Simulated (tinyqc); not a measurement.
Worked calculation: plane-wave Kohn-Sham cycle with exchange-only LDA in a layered model solid. One step of it, computed by the program tinyqc.

Question. Iteration 2: Hamiltonian at one k. H(m,m') = (k + G_m)^2/2 delta + V(G_m - G_m'), with V(-G) = V(G).

A solid whose potential varies along x alone (atomic units):
```
parameter,value
period a,5.300000
cross-section of the cell,14.000000
electrons per cell,2
grid points,16
"plane waves -n..n, n",3
k points,1
V1 in V1 cos(2 pi x/a),-0.520000
V2 in V2 cos(4 pi x/a),0.060000
```

V(G_m), m = 0, 1, 2, ... (hartree): -0.282950  -0.203315  0.032493  0.000603  -0.000049  0.000001  0.000001

k = 0.000000 2 pi / a

Give: H.

Answer.

H (hartree), lower triangle:
```
,-3,-2,-1,+0,+1,+2,+3
-3,6.0415
-2,-0.2033,2.5279
-1,0.0325,-0.2033,0.4198
+0,0.0006,0.0325,-0.2033,-0.2829
+1,0.0000,0.0006,0.0325,-0.2033,0.4198
+2,0.0000,0.0000,0.0006,0.0325,-0.2033,2.5279
+3,0.0000,0.0000,0.0000,0.0006,0.0325,-0.2033,6.0415
```
